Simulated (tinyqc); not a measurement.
Worked calculation: configuration-coordinate model of a defect: Huang-Rhys factor and luminescence line shape. Computed by tinyqc, a small Python program that keeps every step. Command: `OMP_NUM_THREADS=1 python tinyqc.py 3029505 3029506 out.jsonl ccline walk`. One thread of a shared host (Intel(R) Xeon(R) Processor @ 2.30GHz), about 0.02 s of CPU time with the checks. Intermediate numbers are printed to about 7 digits and carried at full precision; extremes and crossings named in words are read from the listed rows.

Ground state E_g(Q) = (1/2) omega_g^2 Q^2; excited state E_e(Q) = E_0 + (1/2) omega_e^2 (Q - dQ)^2 with omega_e = omega_g and E_0 = E_ZPL. Q is mass-weighted; the dipole does not depend on Q (Condon approximation).

Inputs (values chosen for the exercise, for a model defect in a wide-gap host):

| quantity | value | unit |
|---|---|---|
| zero-phonon energy E_ZPL | 2.61 | eV |
| displacement dQ | 0.589 | u^(1/2) angstrom |
| ground-state phonon hbar omega_g | 33 | meV |
| temperature T | 77 | K |
| refractive index n_r | 1.91 | - |
| transition dipole mu | 1.3 | e angstrom |
| quenching prefactor nu_0 | 4e+11 | 1/s |

Modes: equal frequencies in both states.

Constants: hbar^2/u = 4.18015928e-03 eV angstrom^2; k_B = 8.617333262e-05 eV/K; hbar = 6.582119569e-16 eV s; e = 1.602176634e-19 C; eps_0 = 8.8541878128e-12 F/m; hbar = 1.054571817e-34 J s; c = 299792458 m/s.

## Huang-Rhys factors and vertical energies

S = hbar omega dQ^2/(2 hbar^2/u) for each state; relaxation energy S hbar omega; absorption at E_0 + S_e hbar omega_e, emission at E_0 - S_g hbar omega_g; the Stokes shift is their difference.

S_g = 1.369373

S_e = 1.369373

relaxation energy, ground state = 0.04518930 eV

relaxation energy, excited state = 0.04518930 eV

vertical absorption energy = 2.655189 eV

vertical emission energy = 2.564811 eV

Stokes shift = 0.09037861 eV

The coupling is intermediate: phonon replicas can be resolved beside the zero-phonon line.

## Emission lines at zero temperature

From the lowest excited level the line to ground level n lies at E_ZPL - n hbar omega_g with Franck-Condon weight exp(-S) S^n/n!; the emitted intensity carries a further factor E^3. S = S_g; up to eleven lines, of positive energy only, from n = max(0, integer part of S - 5).

Lines:

| n | energy (eV) | weight | intensity / largest |
|---|---|---|---|
| 0 | 2.610 | 2.542664e-01 | 7.586764e-01 |
| 1 | 2.577 | 3.481855e-01 | 1.000000e+00 |
| 2 | 2.544 | 2.383979e-01 | 6.587184e-01 |
| 3 | 2.511 | 1.088185e-01 | 2.891273e-01 |
| 4 | 2.478 | 3.725328e-02 | 9.512935e-02 |
| 5 | 2.445 | 1.020273e-02 | 2.502643e-02 |
| 6 | 2.412 | 2.328556e-03 | 5.483586e-03 |
| 7 | 2.379 | 4.555230e-04 | 1.029295e-03 |
| 8 | 2.346 | 7.797261e-05 | 1.689554e-04 |
| 9 | 2.313 | 1.186373e-05 | 2.463736e-05 |
| 10 | 2.280 | 1.624587e-06 | 3.231421e-06 |

The weight peaks at n = 1 and the intensity at n = 1.

## Band at temperature T

Overlaps <m_e|n_g> of harmonic-oscillator functions (Hermite recursion, positive leading coefficients) by a sum over an even grid (700 points from x = -9 to 9 + d for the small table, 1500 points from -16 to 16 + d for the thermal sums), with x = Q sqrt(omega_g/hbar), d = sqrt(2 S_g) and frequency ratio omega_e/omega_g. Initial levels m = 0..24 carry Boltzmann weights exp(-m hbar omega_e/k_B T), normalised; final levels n = 0..79; a line lies at E_ZPL + m hbar omega_e - n hbar omega_g with weight w_m <m|n>^2. Moments are taken over these weights without the E^3 factor; FWHM = 2 sqrt(2 ln 2) x standard deviation; the zero-phonon weight is the sum of w_m <m|m>^2.

mean emission energy = 2.564811 eV

FWHM from the second moment = 0.09156675 eV

zero-phonon weight = 0.2527531

skewness = -0.8369958

Caution: for small S the spectrum is a set of resolved lines, and a Gaussian width has little meaning.

## Crossing, radiative lifetime and thermal quenching

The curves cross at the root Q_c nearest dQ; the barrier is (1/2) omega_e^2 (Q_c - dQ)^2, with (1/2) omega^2 = (hbar omega)^2/(2 hbar^2/u). k_r = n_r omega^3 mu^2/(3 pi eps_0 hbar c^3) at the vertical emission energy, without local-field correction; k_nr = nu_0 exp(-barrier/k_B T) (Mott-Seitz); yield = k_r/(k_r + k_nr); T_1/2 = barrier/(k_B ln(nu_0/k_r)).

Q_c = 17.30395 u^(1/2) angstrom

classical barrier = 36.39276 eV

radiative lifetime = 4.836694 ns

luminescence yield = 1

quenching temperature T_1/2 = 55805.68 K

The barrier is so high that this route does not halve the yield below 1000 K. Caution: the curves cross far outside the range of the harmonic model, so the barrier and T_1/2 have no quantitative meaning.

## Width and zero-phonon weight against temperature

For comparison: FWHM(0) sqrt(coth(hbar omega_e/2 k_B T)) with FWHM(0) from the first row, and exp(-S_g coth(hbar omega_e/2 k_B T)).

Against temperature:

| T (K) | mean energy (eV) | FWHM (eV) | coth law (eV) | zero-phonon weight | exp(-S coth) |
|---|---|---|---|---|---|
| 19 | 2.564811 | 0.0909353 | 0.0909353 | 0.2542664 | 0.2542664 |
| 57 | 2.564811 | 0.0910453 | 0.0910453 | 0.2540012 | 0.2534252 |
| 110 | 2.564811 | 0.0937774 | 0.0937774 | 0.2476317 | 0.2330956 |
| 190 | 2.564811 | 0.1039798 | 0.1039798 | 0.2271885 | 0.1668904 |
| 310 | 2.564811 | 0.1226733 | 0.1226733 | 0.1998417 | 0.0827402 |
| 460 | 2.564811 | 0.1449151 | 0.1449151 | 0.1769912 | 0.0308804 |
| 650 | 2.564811 | 0.1699375 | 0.1699380 | 0.1574190 | 0.0083766 |

The width grows by a factor 1.87, flat while k_B T is well below hbar omega and as sqrt(T) above; for equal frequencies the coth law is exact. The mean energy stays fixed, as it must for equal frequencies. The zero-phonon weight goes from 0.254 to 0.157; the single exponential assumes equal frequencies, leaves out lines that absorb and emit the same number of phonons, and falls to 0.00838.

Checks made by the program: grid overlaps at equal frequencies against the Poisson weights (relative difference below 1e-10); width at T against the coth law (relative difference below 1e-10).
